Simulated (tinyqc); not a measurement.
Empirical pseudopotential in a few plane waves, step by step. One step of it, computed by the program tinyqc.

Task: Bloch Hamiltonian at k. Basis: the 15 shortest G (labels in 2 pi/a), the same at every k. H(G,G') = c |k + G|^2 delta + VS(|G-G'|^2) cos((G-G').tau) + i VA sin((G-G').tau), tau = a/8 (1,1,1); 1 Ry = 13.605693 eV.

Parameters chosen for this model: fcc lattice, atoms at +/- a/8 (1,1,1); form factors in rydberg at |G|^2 in units of (2 pi/a)^2:

| parameter | value | unit |
|---|---|---|
| a | 6.120000 | angstrom |
| VS(3) | -0.244000 | Ry |
| VS(8) | -0.009000 | Ry |
| VS(11) | 0.089000 | Ry |
| VA(3) | 0 | Ry |
| VA(4) | 0 | Ry |
| VA(11) | 0 | Ry |
| hbar^2/2m (2 pi/a)^2 | 4.015872 | eV |

k point k (2 pi / a): -0.550000  -0.150000  0.100000

Give: H(k) at k.

Result:

H(k) at k (eV):
```
         +0+0+0   -1-1-1   -1-1+1   -1+1-1   -1+1+1   +1-1-1   +1-1+1   +1+1-1
+0+0+0   1.3453   2.3474  -2.3474  -2.3474  -2.3474  -2.3474  -2.3474  -2.3474
-1-1-1   2.3474  18.2120   0.0000   0.0000   0.1225   0.0000   0.1225   0.1225
-1-1+1  -2.3474   0.0000  19.8183  -0.1225   0.0000  -0.1225   0.0000   0.0000
-1+1-1  -2.3474   0.0000  -0.1225  15.8025   0.0000  -0.1225   0.0000   0.0000
-1+1+1  -2.3474   0.1225   0.0000   0.0000  17.4088   0.0000  -0.1225  -0.1225
+1-1-1  -2.3474   0.0000  -0.1225  -0.1225   0.0000   9.3771   0.0000   0.0000
+1-1+1  -2.3474   0.1225   0.0000   0.0000  -0.1225   0.0000  10.9834  -0.1225
+1+1-1  -2.3474   0.1225   0.0000   0.0000  -0.1225   0.0000  -0.1225   6.9675
+1+1+1   2.3474   0.0000   0.1225   0.1225   0.0000   0.1225   0.0000   0.0000
-2+0+0   0.0000  -2.3474  -2.3474  -2.3474   2.3474   0.8562  -0.8562  -0.8562
+0-2+0   0.0000  -2.3474  -2.3474   0.8562  -0.8562  -2.3474   2.3474  -0.8562
+0+0-2   0.0000  -2.3474   0.8562  -2.3474  -0.8562  -2.3474  -0.8562   2.3474
+0+0+2   0.0000  -0.8562   2.3474  -0.8562  -2.3474  -0.8562  -2.3474   0.8562
+0+2+0   0.0000  -0.8562  -0.8562   2.3474  -2.3474  -0.8562   0.8562  -2.3474
+2+0+0   0.0000  -0.8562  -0.8562  -0.8562   0.8562   2.3474  -2.3474  -2.3474

         +1+1+1   -2+0+0   +0-2+0   +0+0-2   +0+0+2   +0+2+0   +2+0+0
+0+0+0   2.3474   0.0000   0.0000   0.0000   0.0000   0.0000   0.0000
-1-1-1   0.0000  -2.3474  -2.3474  -2.3474  -0.8562  -0.8562  -0.8562
-1-1+1   0.1225  -2.3474  -2.3474   0.8562   2.3474  -0.8562  -0.8562
-1+1-1   0.1225  -2.3474   0.8562  -2.3474  -0.8562   2.3474  -0.8562
-1+1+1   0.0000   2.3474  -0.8562  -0.8562  -2.3474  -2.3474   0.8562
+1-1-1   0.1225   0.8562  -2.3474  -2.3474  -0.8562  -0.8562   2.3474
+1-1+1   0.0000  -0.8562   2.3474  -0.8562  -2.3474   0.8562  -2.3474
+1+1-1   0.0000  -0.8562  -0.8562   2.3474   0.8562  -2.3474  -2.3474
+1+1+1   8.5739  -0.8562  -0.8562  -0.8562  -2.3474  -2.3474  -2.3474
-2+0+0  -0.8562  26.2437  -0.1225  -0.1225   0.1225   0.1225   0.0000
+0-2+0  -0.8562  -0.1225  19.8183  -0.1225   0.1225   0.0000   0.1225
+0+0-2  -0.8562  -0.1225  -0.1225  15.8025   0.0000   0.1225   0.1225
+0+0+2  -2.3474   0.1225   0.1225   0.0000  19.0152  -0.1225  -0.1225
+0+2+0  -2.3474   0.1225   0.0000   0.1225  -0.1225  14.9993  -0.1225
+2+0+0  -2.3474   0.0000   0.1225   0.1225  -0.1225  -0.1225   8.5739
```
